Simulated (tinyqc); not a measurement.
# Changing the temperature T

Model: valley-orbit splitting of a donor ground state, with strain. Computed by tinyqc, a small Python program. Command: `OMP_NUM_THREADS=1 python tinyqc.py 3016108 3016109 out.jsonl valleyorbit sweep`. One thread of a shared host (Intel(R) Xeon(R) Processor @ 2.30GHz), about 0.01 s of CPU time with the checks.

The basis is the 1s envelope in each valley; energies are counted from the unstrained conduction-band edge. The strain is e_s (a a^T - 1/3) for the unit stress axis a, so valley j along n_j moves by Xi_u e_s w_j with w_j = (n_j.a)^2 - 1/3: +1/3 for [111] and [-1-11], -1/3 for the others.

Inputs (values chosen for the exercise, for a model many-valley semiconductor):

| quantity | value | unit |
|---|---|---|
| single-valley binding energy E_0 | 11.6 | meV |
| central-cell shift Lambda | 0.36 | meV |
| coupling Delta_1 | 0.47 | meV |
| shear deformation potential Xi_u | 16.6 | eV |
| shear strain e_s | 7.9e-05 | - |
| donor density N_D | 3.7e+15 | cm^-3 |
| density-of-states mass of one valley m_e | 0.214 | m_0 |

Valleys: four along <111>. Stress axis: [110].

Constants: k_B = 8.617333262e-05 eV/K; m_0 = 9.1093837015e-31 kg; k_B = 1.380649e-23 J/K; h = 6.62607015e-34 J s.

Method. H_jj = -(E_0 + Lambda) + Xi_u e_s w_j; H_jk = -Delta_1 between any two valleys. z = sum over levels of exp(-(E - E_ground)/k_B T), the ground-state share being 1/z; N_c = 2 (2 pi m_e k_B T/h^2)^(3/2) sum_j exp(-(shift_j - lowest shift)/k_B T); n1 = N_c/(2 z) exp(-binding/k_B T), binding = lowest shift - E_ground; without compensation n = 2 N_D/(1 + sqrt(1 + 4 N_D/n1)) (Boltzmann statistics; p and higher states left out).

One run for each value:

| temperature T (K) | partition sum z | share of neutral donors in the ground state | free electrons n (cm^-3) |
|---|---|---|---|
| 10 | 1.318 | 0.7585 | 3.958e+12 |
| 15 | 1.660 | 0.6026 | 6.204e+13 |
| 36 | 2.581 | 0.3875 | 1.516e+15 |
| 55 | 2.969 | 0.3368 | 2.731e+15 |
| 84 | 3.276 | 0.3053 | 3.375e+15 |
| 130 | 3.509 | 0.2850 | 3.594e+15 |
| 200 | 3.671 | 0.2724 | 3.660e+15 |
| 300 | 3.776 | 0.2648 | 3.683e+15 |

Give the missing row, temperature T (K) = 23.

Computed row:
```
temperature T (K)  partition sum z  share of neutral donors in the ground state  free electrons n (cm^-3)
23                           2.107                                       0.4746                 4.331e+14
```

Interpolating between the two neighbouring rows (the first column on a logarithmic scale, the others too where they are positive) misses most in free electrons n (cm^-3), by 32 %. Over the rows, partition sum z rises from 1.32 to 3.78 (exponent d ln y / d ln x 0.57 between the first rows and 0.070 between the last); share of neutral donors in the ground state falls from 0.758 to 0.265 (exponent d ln y / d ln x -0.57 between the first rows and -0.070 between the last); free electrons n (cm^-3) rises from 3.96e12 to 3.68e15 (exponent d ln y / d ln x 6.8 between the first rows and 0.015 between the last).

Caution (rows 55.0, 84.0, 130, 200, 300): k_B T exceeds a third of E_0, so the p and higher states, left out, hold part of the bound electrons.

Extremes, crossings and ranges named in words are read from the listed rows.
